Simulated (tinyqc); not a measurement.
What moves the results: interface roughness in a thin film (subband fluctuation and scattering). A value that a table varies takes the place of the one given here.

Square well of width t, barriers V0, c = hbar^2/2m0: E1 solves k t + 2 atan[(k/mz)/(kappa/mb)] = pi, k = sqrt(mz E/c), kappa = sqrt(mb (V0 - E)/c). One interface is rough, so the subband edge fluctuates by G dt with G = |dE1/dt| (central difference of 0.01 angstrom; 2 E1/t for hard walls).

Gaussian roughness spectrum S(q) = pi D^2 Lc^2 exp(-q^2 Lc^2/4). Degenerate gas, taken to fill one subband (the second starts to fill once c kF^2/md exceeds E2 - E1, which is not tested here): kF = sqrt(2 pi Ns/gv), q = 2 kF sin(theta/2), 1/tau = (md/(2 pi c hbar)) G^2 times the integral from 0 to pi of S(q)(1 - cos theta)/eps(q)^2 dtheta, eps(q) = 1 + qs/q with screening (qs = gv md q0/(c eps), q0 = e^2/(4 pi eps0), form factors left out, which overstates the screening; other scattering is left out too, so these values lie far above measured mobilities in all but the thinnest films) or 1 without; mobility = tau c2/md with c2 = e/m0 = 1.75882e15 cm^2/(V s^2); 1e12/cm^2 = 1e-4/angstrom^2.

Constants: hbar^2/2m0 = 3.80998211 eV angstrom^2; hbar = 6.58211957e-16 eV s; e^2/(4 pi eps0) = 14.39964547 eV angstrom.

Values chosen for the exercise (near those of a thin InGaAs channel; the results hold for these values, not for the real material): mz = 0.045 m0 (confinement mass); V0 = 1.94 eV (barrier); mb = 0.25 m0 (barrier mass); md = 0.046 m0 (mass in the plane); gv = 1 (valleys); D = 1.8 angstrom (rms height of the roughness); Lc = 8 angstrom (correlation length); Ns = 0.84 x 1e12/cm^2 (sheet density); eps = 11.2 (mean dielectric constant at the channel); ts = (20, 25, 31, 36, 45, 58, 76) angstrom (thicknesses); t = 36 angstrom (film thickness); Ll = (5, 10, 16, 25, 40, 65, 100) angstrom (correlation lengths).

## The sixth-power law

Screened mobility against thickness for the finite barrier and for hard walls.

Results:

| t (angstrom) | E1 (meV) | G (meV/angstrom) | mobility (cm^2/(V s)) | the same, hard walls |
|---|---|---|---|---|
| 20 | 404.2 | 21.299 | 2.88e+04 | 299 |
| 25 | 317.1 | 14.244 | 6.43e+04 | 1.14e+03 |
| 31 | 247.2 | 9.491 | 1.45e+05 | 4.15e+03 |
| 36 | 206.2 | 7.086 | 2.60e+05 | 1.02e+04 |
| 45 | 155.2 | 4.512 | 6.41e+05 | 3.88e+04 |
| 58 | 110.2 | 2.641 | 1.87e+06 | 1.78e+05 |
| 76 | 74.8 | 1.453 | 6.19e+06 | 9.01e+05 |

What can be read from the table?

With hard walls G goes as 1/t^3 and the mobility as t^6. With the finite barrier the local exponent is 3.61 at the thin end and 4.42 at the thick end, since the envelope leaks out and softens the dependence. The least value is 2.88e+04 cm^2/(V s). The gate field, which also presses carriers to the interface, is left out. Up to t = 25 angstrom G D exceeds half of EF - E1, where the Born rate fails.

## Correlation length

Fixed D; bare and screened mobility.

Results:

| Lc (angstrom) | kF Lc | bare mobility (cm^2/(V s)) | screened mobility (cm^2/(V s)) |
|---|---|---|---|
| 5 | 0.11 | 3.30e+05 | 6.55e+05 |
| 10 | 0.23 | 8.49e+04 | 1.69e+05 |
| 16 | 0.37 | 3.52e+04 | 7.04e+04 |
| 25 | 0.57 | 1.67e+04 | 3.35e+04 |
| 40 | 0.92 | 9.38e+03 | 1.93e+04 |
| 65 | 1.49 | 8.57e+03 | 1.91e+04 |
| 100 | 2.30 | 1.41e+04 | 3.99e+04 |

What does this show?

The bare mobility is lowest at Lc = 65 angstrom of those listed (kF Lc = 1.49). The screened mobility is lowest at Lc = 65 angstrom of those listed (kF Lc = 1.49). Short roughness averages out (mobility as 1/Lc^2; the first two rows give exponent -1.96), and long roughness deflects only by small angles (bare mobility rising as Lc; the last two rows give 1.16).

## What each parameter does

G, G D, and the screened mobility. Each row changes one parameter from the base and keeps the others.

Results:

| case | G (meV/angstrom) | G D (meV) | mobility (cm^2/(V s)) |
|---|---|---|---|
| base | 7.086 | 12.76 | 2.600e+05 |
| t = 32 angstrom | 8.926 | 16.07 | 1.638e+05 |
| D = 2.34 angstrom | 7.086 | 16.58 | 1.538e+05 |
| Lc = 16 angstrom | 7.086 | 12.76 | 7.035e+04 |
| Ns = 1.34 x 1e12/cm^2 | 7.086 | 12.76 | 2.337e+05 |
| mz = 0.052 m0 | 6.996 | 12.59 | 2.667e+05 |
| md = 0.053 m0 | 7.086 | 12.76 | 2.131e+05 |
| V0 = 1.36 eV | 5.880 | 10.58 | 3.776e+05 |
| eps = 13.4 | 7.086 | 12.76 | 2.362e+05 |

What does this show?

The largest shifts from the base row, up to three for each result and ties (the steps differ in size, so this ranks the rows, not the parameters). G (meV/angstrom): t +1.840, V0 -1.206, mz -0.090; unchanged at the printed digits by D, Lc, Ns, md and eps. G D (meV): D +3.83, t +3.31, V0 -2.17; unchanged at the printed digits by Lc, Ns, md and eps. mobility (cm^2/(V s)): Lc -1.90e+05, V0 +1.18e+05, D -1.06e+05. In the base case G D is 0.29 times EF - E1 = 43.7 meV.

Run: tinyqc, `OMP_NUM_THREADS=1 python tinyqc.py 1282514 1282515 out.jsonl`; Intel(R) Xeon(R) Processor @ 2.30GHz, one thread, shared host; about 0.02 s of CPU time with all checks.
